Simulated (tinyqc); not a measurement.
Deep trap from a strong local potential in a two-band host (Koster-Slater model with semi-elliptic bands): one step, computed by the program tinyqc. Command: `OMP_NUM_THREADS=1 python tinyqc.py 3026001 3026002 out.jsonl deeptrap walk`. One thread of a shared host (Intel(R) Xeon(R) Processor @ 2.30GHz), about 0.03 s of CPU time with the checks.

The valence band spans -2 W_v to 0 and the conduction band E_g to E_g + 2 W_c. The orbital at the impurity site has weight f_v in the valence band and 1 - f_v in the conduction band, each spread as a semi-ellipse (2/(pi W^2)) sqrt(W^2 - x^2) about the band centre. The impurity adds U to this orbital. Spin is left out.

Task: Levels of the small matrix. Diagonalise H (2n rows). The trap level, between the highest valence and the lowest conduction e_k, is number n + 1 from below for an attractive impurity and number n for a repulsive one.

Impurity: attractive, donor-like.

H (eV), lower triangle (symmetric):
```
,1,2,3,4,5,6
1,-2.86547
2,-2.76832,-7.01500
3,-1.95750,-2.76832,-7.24953
4,-1.80669,-2.55505,-1.80669,11.71372
5,-2.55505,-3.61338,-2.55505,-2.35820,5.94500
6,-1.80669,-2.55505,-1.80669,-1.66750,-2.35820,3.51128
```

Give: levels; trap level of the matrix.

Result:

levels (eV): [-14.30, -4.57, -1.50, 3.96, 7.70, 12.76]

trap level of the matrix = 3.957 eV
